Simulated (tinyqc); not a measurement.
# Narrowing from the saturation current

Inverse problem. A uniform n-type emitter has J0 = (q p0 D/L)(s + tanh(W/L))/(1 + s tanh(W/L)), D = mup Vt, s = S L/D, and p0 = (ni^2/N) exp(dE_app/kB T), where dE_app = dEg + kB T ln[(N/Nc) exp(-eta)]. Find p0, dE_app and dEg.

Parameters, values chosen for the exercise; band and dielectric values close to those of silicon:

| symbol | value | unit | meaning |
|---|---|---|---|
| T | 250 | K | temperature |
| Nc | 2.11e19 | cm^-3 | conduction-band density of states at 250 K |
| N | 1.8e19 | cm^-3 | ionised donor density |
| mup | 130 | cm^2/(V s) | minority-hole mobility |
| W | 210 | nm | emitter width |
| S | 4100 | cm/s | recombination velocity at the contact |

Constants: q = 1.602176634e-19 C, kB = 1.380649e-23 J/K, Vt = kB T/q. Results are converted to the units shown.

J0 = 0.034991395 fA/cm^2
L = 1782.4821 nm
ni = 1.0530879e8 cm^-3
converged eta = 0.13919566

Answer. J0 gives p0, its ratio to ni^2/N gives dE_app, and the degeneracy term is taken off.

p0 = 0.0379 cm^-3
dE_app = 88.7 meV
dEg = 95.2 meV

Computed by the program tinyqc: `OMP_NUM_THREADS=1 python tinyqc.py 2330104 2330105 out.jsonl`, one thread of a shared Intel Xeon 2.30GHz, about 0.01 s for the whole run.
